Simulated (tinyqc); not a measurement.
## MOS inversion layer, Poisson-Schroedinger loop: effect of the temperature

Electrons confined at an insulator interface at z = 0, treated as a hard wall; parabolic valleys, Hartree approximation, no image or exchange terms. The depletion charge lies far deeper than the electrons and gives a uniform field q Nd/(eps0 eps_r); the gate balances all charge. Energies are counted from the band edge at the interface.

Schroedinger equation -(C/mz) psi'' + (V0 + U + dE for set B) psi = E psi, C = hbar^2/(2 m0), psi(0) = 0, on a uniform mesh of 800 nodes with a far wall at 22 nm, 8 levels a set; V0 = q Nd z/(eps0 eps_r); dU/dz = q (Ns - integral of n from 0 to z)/(eps0 eps_r), U(0) = 0; N_k = g md m0 q Vt/(pi hbar^2) ln(1 + exp((EF - E_k)/Vt)), g the number of valleys of the set, sum N_k = Ns. Triangular well: E_k = a_k (C F^2/mz)^(1/3), a_1 = 2.338107, a_2 = 4.087949, C = hbar^2/(2 m0), F in eV/nm. Fang-Howard (all electrons in the lowest level of set A): b^3 = 6 (mz1/C) q (Nd + 11 Ns/32)/(eps0 eps_r), centroid 3/b, level C b^2/(4 mz1) + (3/b) q (Nd + 11 Ns/16)/(eps0 eps_r). The centroid adds 3.9 z_av/eps_r to an oxide-equivalent thickness.

Parameters, values chosen for the exercise; masses and permittivity close to those of silicon (110): relative permittivity eps_r = 11.7; mass along z of valley set A (4 valley(s)) mz1 = 0.313 m0; in-plane density-of-states mass of set A md1 = 0.318 m0; mass along z of valley set B (2 valley(s)) mz2 = 0.192 m0; in-plane density-of-states mass of set B md2 = 0.416 m0; sheet density of electrons Ns = 1e12 cm^-2; sheet density of depletion charge Nd = 1.8e12 cm^-2; extra shift of set B (strain) dE = 0 eV.

Constants: q = 1.602176634e-19 C, kB = 1.380649e-23 J/K, hbar = 1.054571817e-34 J s, m0 = 9.1093837015e-31 kg, Vt = kB T/q, eps0 = 8.8541878128e-14 F/cm where lengths are in cm, hbar^2/(2 m0) = 0.0380998212 eV nm^2. Results are converted to the units shown.

The same in every row: Fang-Howard centroid (nm) = 2.55.

Results:
```
T (K)  A1 (meV)  B1 (meV)  EF (meV)  share of A1 (%)  share of set A (%)  centroid z_av (nm)  added oxide equivalent (nm)
20          135       156       136              100                 100                2.39                        0.798
50          135       156       132             99.4                99.4                2.40                        0.799
77          135       156       127             96.9                96.9                2.41                        0.803
120         135       156       117             91.6                91.6                2.43                        0.810
200         135       156      94.3             82.9                83.5                2.48                        0.826
300         135       156      60.5             74.6                77.7                2.56                        0.854
500         136       157     -19.4             61.7                72.4                2.83                        0.945
```

Estimate the missing row, T = 400 K.

Computed row:
```
T (K)  A1 (meV)  B1 (meV)  EF (meV)  share of A1 (%)  share of set A (%)  centroid z_av (nm)  added oxide equivalent (nm)
400         135       157      22.4             67.8                74.4                2.68                        0.895
```

With this row back in the table: As T goes from 20 to 500, A1 rises from 135 to 136 meV, the share of A1 falls from 100 to 61.7 % and the centroid rises from 2.39 to 2.83 nm. The Fang-Howard centroid is 6.4 % above the full one in the first row, where A1 holds 100 %, and 10 % below it in the last, where A1 holds 61.7 %.

tinyqc, about 0.7 s, one thread, Intel Xeon 2.30GHz (shared host): `OMP_NUM_THREADS=1 python tinyqc.py 2160106 2160107 out.jsonl`
